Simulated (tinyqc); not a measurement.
Microkinetic model of low-temperature epitaxy from hydride gases: adsorption, hydrogen desorption and rate control: one step, computed by the program tinyqc.

Each hydride molecule needs two free sites and leaves four hydrogen atoms, of which two leave at once as H2; theta is the hydrogen coverage, the site density is 6.78 per nm^2 and one layer is 1.358 angstrom thick.

Question. Coverage and growth rate. With k the hydride and k_H the hydrogen adsorption rate on free pairs and k_d the desorption rate, steady state: 2 (k + k_H)(1 - theta)^2 = k_d theta; growth rate R = k (1 - theta)^2 layers/s; 1 layer/s = 8.148 nm/min. With c = 2 (k + k_H)/k_d the free share is 1 - theta = 2/(1 + sqrt(1 + 4c)).

Inputs (values chosen for the exercise, close to those used for silane and germane on Si(001)): temperature T = 790 C.

Film: silicon-germanium. Order of hydrogen desorption: first.

k = 18.35699 1/s

k_H = 0 1/s

k_d = 317.0423 1/s

Give: c; hydrogen coverage theta; growth rate R in layers; growth rate G.

Answer.

c = 0.1158

hydrogen coverage theta = 0.09487

growth rate R in layers = 15.04 layers/s

growth rate G = 122.5 nm/min

The surface is mostly bare: the arrival of hydride limits growth.
